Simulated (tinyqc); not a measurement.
# Worked calculation: circular transfer-length structure

Program tinyqc, `OMP_NUM_THREADS=1 python tinyqc.py 2760075 2760076 out.jsonl`; Intel Xeon 2.30GHz, shared host, one thread, about 0.01 s. Printed values are rounded.

A disc contact of radius r0 and a very wide ring contact from r1 = r0 + sp outwards lie on a thin layer; the metal has no resistance and the sheet resistance under the contacts equals Rsh.

Values chosen for this exercise: sheet resistance of the semiconductor layer Rsh = 41 ohm/sq; specific contact resistivity rc = 3.1e-9 ohm cm^2; radius of the inner contact r0 = 0.43 um; gap between the contacts sp = 0.36 um.

## The three parts of the resistance

Transfer length Lt = sqrt(rc/Rsh). R = (Rsh/2 pi) [(Lt/r0) I0(r0/Lt)/I1(r0/Lt) + ln(r1/r0) + (Lt/r1) K0(r1/Lt)/K1(r1/Lt)] with modified Bessel functions; for r0 >> Lt both ratios tend to 1.

Lt = 0.0869539 um
I0/I1 = 1.12096
K0/K1 = 0.949070
inner contact = 1.47915 ohm
gap = 3.96903 ohm
outer contact = 0.681654 ohm
R = 6.12984 ohm

The contacts make up 35.3 % of R.

## The large-radius form

Transfer length Lt = sqrt(rc/Rsh). R = (Rsh/2 pi) [(Lt/r0) I0(r0/Lt)/I1(r0/Lt) + ln(r1/r0) + (Lt/r1) K0(r1/Lt)/K1(r1/Lt)] with modified Bessel functions; for r0 >> Lt both ratios tend to 1. Large radius: R = (Rsh/2 pi) [Lt (1/r0 + 1/r1) + ln(r1/r0)], and linearised for sp << r0: Rsh (sp + 2 Lt)/(2 pi r0).

large-radius R = 6.00681 ohm
linearised R = 8.10218 ohm

Against the Bessel form the first is 2.0 % below it and the second 32 % above it.
